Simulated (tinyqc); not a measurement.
From results back to parameters: quantum-confined Stark effect in a modulator well. Three cases, with inputs chosen for the exercise.

Problem. The shift of E_e + E_h was computed from a hidden field.

Envelopes on cells of 0.5 angstrom over the well |z| < L/2 and 45 angstrom of barrier on each side, psi = 0 beyond, psi'/m continuous (mean mass between points), c = hbar^2/2m0. The electron sees + e F z and the hole - e F z, each with its offset in the barriers; 1 kV/cm = 1e-5 eV/angstrom. Light holes, band mixing and escape by tunnelling are left out.

Constants: hbar^2/2m0 = 3.80998211 eV angstrom^2.

Case 1.

Values chosen (near those of a Ge well in SiGe, direct gap; not measured data): L = 98 angstrom (well width); Vc = 0.353 eV (conduction offset); Vv = 0.117 eV (heavy-hole offset); me = 0.0427 m0 (electron, well); meb = 0.0568 m0 (electron, barrier); mh = 0.208 m0 (heavy hole along z, well); mhb = 0.221 m0 (heavy hole, barrier).

shift = -8.298 meV

Case 2.

Values chosen (near those of an InGaAs well in InAlAs; not measured data): L = 126 angstrom (well width); Vc = 0.517 eV (conduction offset); Vv = 0.21 eV (heavy-hole offset); me = 0.0423 m0 (electron, well); meb = 0.0713 m0 (electron, barrier); mh = 0.358 m0 (heavy hole along z, well); mhb = 0.412 m0 (heavy hole, barrier).

shift = -17.266 meV

Case 3.

Values chosen (near those of a GaAs well in AlGaAs; not measured data): L = 100 angstrom (well width); Vc = 0.256 eV (conduction offset); Vv = 0.135 eV (heavy-hole offset); me = 0.0651 m0 (electron, well); meb = 0.089 m0 (electron, barrier); mh = 0.344 m0 (heavy hole along z, well); mhb = 0.375 m0 (heavy hole, barrier).

shift = -12.047 meV

Find: F; local exponent d ln(shift)/d ln F.

Solution. The shift grows steadily in size with F, so bisection finds one value; its slope is -e times the separation of the carriers.

Case 1.

F = 67.0 kV/cm
local exponent d ln(shift)/d ln F = 1.90

Case 2.

F = 68.0 kV/cm
local exponent d ln(shift)/d ln F = 1.67

Case 3.

F = 71.0 kV/cm
local exponent d ln(shift)/d ln F = 1.81

Computed by tinyqc, one run a case: `OMP_NUM_THREADS=1 python tinyqc.py N N+1 out.jsonl` with N = 1280448, 1280473, 1280492; one thread of a shared Intel(R) Xeon(R) Processor @ 2.30GHz, about 0.3 s a run at most.
